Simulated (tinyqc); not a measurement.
Composition of the buffer: band edges of strained Si(1-x)Ge(x) on relaxed Si(1-y)Ge(y).

Values are linear in the Ge fraction but for ED(x) = linear - CD x (1 - x) and a(x) = linear - Ca x (1 - x). Energies are on the common scale of Ev.

Coherent growth on a (001) face: e_par = (a(y) - a(x))/a(x), e_perp = -2 (C12/C11) e_par; exx = eyy = e_par, ezz = e_perp, no shear.

A valley with unit axis u lies at Ev + gap + (av + a_valley) tr(e) + Xu (u.e.u - tr(e)/3); the Delta axes are x, y, z and the L axes [111], [1-1-1], [-11-1], [-1-11]. The second-order shift of the Delta valleys under shear is left out; it lowers the pair normal to the sheared plane by tens of meV at a shear of 1 %.

Valence edges: Ev plus the levels of the 6 x 6 matrix of X, Y, Z times spin with -Dso/3 + l exx + m (eyy + ezz) on the diagonal (cyclic), n exy off it, l = av + 2 b, m = av - b, n = sqrt(3) d. Spin-orbit term (Dso/3) L.sigma on X, Y, Z with (L_k)_ij = -i epsilon_kij: <X+|H|Y+> = -i Dso/3, <X+|H|Z-> = Dso/3, <Y+|H|Z-> = -i Dso/3, <Z+|H|X-> = -Dso/3, <Z+|H|Y-> = i Dso/3, <X-|H|Y-> = i Dso/3, and their conjugates; + and - are the spin along z.

Values chosen for the exercise (end members near Si and Ge, in this order; shifted at random, so the results belong to these values and not to a real crystal): a = (5.424, 5.65) angstrom (lattice constant); Dso = (0.043, 0.294) eV (spin-orbit splitting); av = (2.43, 1.24) eV (valence hydrostatic potential); b = (-2.13, -2.58) eV (tetragonal shear potential); d = (-4.87, -5.35) eV (trigonal shear potential); C11 = (167.5, 127.6) GPa; C12 = (63.6, 48.5) GPa; C44 = (79.5, 65.9) GPa; Ev = (0, 0.68) eV (top of the unstrained valence band); ED = (1.167, 0.945) eV (gap to the Delta valleys); EL = (1.978, 0.744) eV (gap to the L valleys); aD = (1.64, 1.33) eV (hydrostatic potential of the Delta gap); aL = (-3.16, -2.73) eV (hydrostatic potential of the L gap); XuD = (9.12, 9.34) eV (uniaxial potential, Delta); XuL = (16.25, 15.72) eV (uniaxial potential, L); CD = 0.178 eV (bowing of the Delta gap); Ca = 0.028 angstrom (bowing of the lattice constant); face = 001 (growth face); x = 0.51 (Ge fraction of the layer).

The layer is kept. dEc = Ec(buffer) - Ec(layer), dEv = Ev(layer) - Ev(buffer); buffer edges Ev(y) and Ev(y) + min(ED, EL). The digit behind Delta or L counts whole valleys.

Results:
```
y     e_par (%)  lowest valleys  gap (eV)  next valleys above (meV)  valence splitting (meV)  dEc (eV)  dEv (eV)
0.00      -1.96          Delta4     0.786                       318                       84    -0.003     0.384
0.14      -1.45          Delta4     0.844                       235                       74    -0.009     0.279
0.29      -0.88          Delta4     0.909                       142                       55    -0.010     0.166
0.43      -0.32          Delta4     0.972                        53                       25    -0.005     0.061
0.57       0.25          Delta2     0.976                        40                       22     0.045    -0.024
0.86       1.50          Delta2     0.783                       243                      154     0.246    -0.113
1.00       2.13          Delta2     0.679                       346                      227     0.211    -0.146
```

Give the missing row, y = 0.71.

Computed row:
```
y     e_par (%)  lowest valleys  gap (eV)  next valleys above (meV)  valence splitting (meV)  dEc (eV)  dEv (eV)
0.71       0.84          Delta2     0.888                       136                       81     0.156    -0.071
```

The gap is 0.786 eV in the first row and 0.679 eV in the last, with its largest listed value, 0.976 eV, at y = 0.57: it peaks near the match y = x, since strain of either sign narrows it. The lowest valleys change: Delta4 to Delta2 between y = 0.43 and 0.57. Per 0.1 of y the valence offset moves by -53 meV on average; the conduction offset lies between -10 and +246 meV, not monotonically. Electrons and holes sit on opposite sides in every row (type II). Offsets below about 30 meV are within the spread of parameter sets, so those rows do not settle the type. Strains above 2 % can be kept only in layers of a few nanometres.

Program tinyqc; command `OMP_NUM_THREADS=1 python tinyqc.py 1081329 1081330 out.jsonl`; about 0.02 s on one thread of a shared Intel(R) Xeon(R) Processor @ 2.30GHz.
